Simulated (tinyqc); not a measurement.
Worked calculation: extended Hueckel theory, for H4-. The parameters take no account of the charge, which enters only through the electron count, and nothing here shows that the anion is bound. One step of it, computed by the program tinyqc.

Question. Mulliken analysis. P = C n C^T; charge = valence electrons (H 1) minus the sum of (P S)_ii on the atom; overlap population = 2 sum P_ij S_ij between two atoms.

coefficients:
```
,MO1,MO2,MO3,MO4
1H 1s,0.283224,0.567593,0.854271,-0.803690
2H 1s,0.384875,0.318330,-0.628645,1.433007
3H 1s,0.384875,-0.318330,-0.628645,-1.433007
4H 1s,0.283224,-0.567593,0.854271,0.803690
```

occupations: 2.000000  2.000000  1.000000  0.000000

overlap S, lower triangle:
```
,1H 1s,2H 1s,3H 1s,4H 1s
1H 1s,1.000000
2H 1s,0.628906,1.000000
3H 1s,0.204214,0.576591,1.000000
4H 1s,0.057535,0.204214,0.628906,1.000000
```

Give: charges; Overlap populations.

Answer.

charges: 1H -0.436, 2H -0.064, 3H -0.064, 4H -0.436

Overlap populations:
```
pair,value
2-1,0.053259
3-1,-0.277889
3-2,0.563657
4-1,0.028294
4-2,-0.277889
4-3,0.053259
```
